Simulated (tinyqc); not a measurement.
X-ray photoelectron analysis of a thin oxide on a semiconductor: attenuation lengths, thickness, angle series and band offsets. Changing the oxide thickness d. Computed by tinyqc, a small Python program. Command: `OMP_NUM_THREADS=1 python tinyqc.py 3110397 3110398 out.jsonl xps sweep`. One thread of a shared host (Intel(R) Xeon(R) Processor @ 2.30GHz), about 0.01 s of CPU time with the checks.

The same element is seen in the oxide and in the substrate, at nearly the same kinetic energy; films are flat and uniform, and the work function is ignored.

Inputs (values chosen for the exercise, modelled on SiO2 on silicon):

| quantity | value | unit |
|---|---|---|
| photon energy | 1253.6 | eV |
| binding energy of the core level | 99.4 | eV |
| oxide density | 2.25 | g/cm^3 |
| oxide formula mass | 60.08 | g/mol |
| valence electrons per oxide formula | 16 | - |
| oxide gap | 8.93 | eV |
| substrate density | 2.33 | g/cm^3 |
| substrate formula mass | 28.09 | g/mol |
| valence electrons per substrate formula | 4 | - |
| substrate gap | 1.12 | eV |
| emission angle from the normal | 15 | degrees |
| attenuation length over inelastic mean free path | 0.94 | - |
| carbon overlayer | 0.52 | nm |
| counts in the two peaks together | 20000 | - |
| valence band offset used to make the data | 4.33 | eV |
| core level less valence band top, substrate | 98.78 | eV |
| core level less valence band top, thick oxide | 98.29 | eV |
| field in the oxide | 0.62 | MV/cm |

Method:
- TPP-2M: lambda = E/(E_p^2 [b ln(c E) - C/E + D/E^2]) in angstrom, E_p = 28.8 sqrt(N_v rho/M), b = -0.10 + 0.944/sqrt(E_p^2 + E_g^2) + 0.069 rho^0.1, c = 0.191/sqrt(rho), U = N_v rho/M, C = 1.97 - 0.91 U, D = 53.4 - 20.8 U, with E = photon energy less binding energy in eV.
- Attenuation length L = factor x lambda.
- R_0 = (rho_o/M_o) L_o/((rho_s/M_s) L_s); peak ratio R = I_ox/I_sub = R_0 [exp(d/(L_o cos theta)) - 1]; hence d = L_o cos theta ln(1 + R/R_0). A carbon layer weakens both peaks alike, by exp(-d_C/(L_o cos theta)) if its L is taken equal to L_o. This R_0 leaves out intrinsic losses from the substrate peak, so calibrated values can be larger.
- With x = d/(L_o cos theta): d ln d/d ln R = (1 - exp(-x))/x = -d ln d/d ln R_0; counting error of R = 1/sqrt(N f (1 - f)), f the oxide share, which times the sensitivity gives that of d; an angle error adds tan(theta) d theta; d is proportional to L_o at fixed R_0. Assumed errors: 5 % in R_0, 1 degree, 5 % in L_o.
- Valence band offset = (E_core - E_v)(substrate) - (E_core - E_v)(oxide) + (core level separation at the interface, oxide less substrate). The separation is made here from the given offset; a uniform field F that raises the binding energy towards the surface shifts the oxide peak by e F <z>, <z> = d/(1 - exp(-x)) - d/x, x = d/(L_o cos theta), being the mean distance from the interface. Conduction band offset = oxide gap - substrate gap - valence band offset.

One run for each value:

| oxide thickness d (nm) | ratio R | counting error of d (%) | sensitivity to R | apparent valence band offset (eV) |
|---|---|---|---|---|
| 0.30 | 5.871e-02 | 2.942 | 0.9523 | 4.339 |
| 0.46 | 9.247e-02 | 2.358 | 0.9280 | 4.345 |
| 0.70 | 1.466e-01 | 1.892 | 0.8933 | 4.353 |
| 1.10 | 2.468e-01 | 1.489 | 0.8391 | 4.366 |
| 1.70 | 4.241e-01 | 1.185 | 0.7660 | 4.388 |
| 2.50 | 7.221e-01 | 0.977 | 0.6818 | 4.418 |
| 3.90 | 1.475e+00 | 0.812 | 0.5635 | 4.476 |
| 6.00 | 3.506e+00 | 0.743 | 0.4364 | 4.574 |
| 9.10 | 1.072e+01 | 0.803 | 0.3174 | 4.735 |
| 14.00 | 5.598e+01 | 1.158 | 0.2150 | 5.018 |

What does the table show, and why?

Over the rows, ratio R rises from 0.0587 to 56.0 (exponent d ln y / d ln x 1.1 between the first rows and 3.8 between the last); counting error of d (%) goes from 2.94 through a minimum among these rows, 0.743 at 6.00, to 1.16; sensitivity to R falls from 0.952 to 0.215 (exponent d ln y / d ln x -0.060 between the first rows and -0.90 between the last). At the low end the exponent of ratio R is 1.06, close to 1: a film thin against L cos theta. The counting error is least at d = 6 nm among these rows: thin films give few oxide counts, thick ones few substrate counts.

Extremes, crossings and ranges named in words are read from the listed rows.
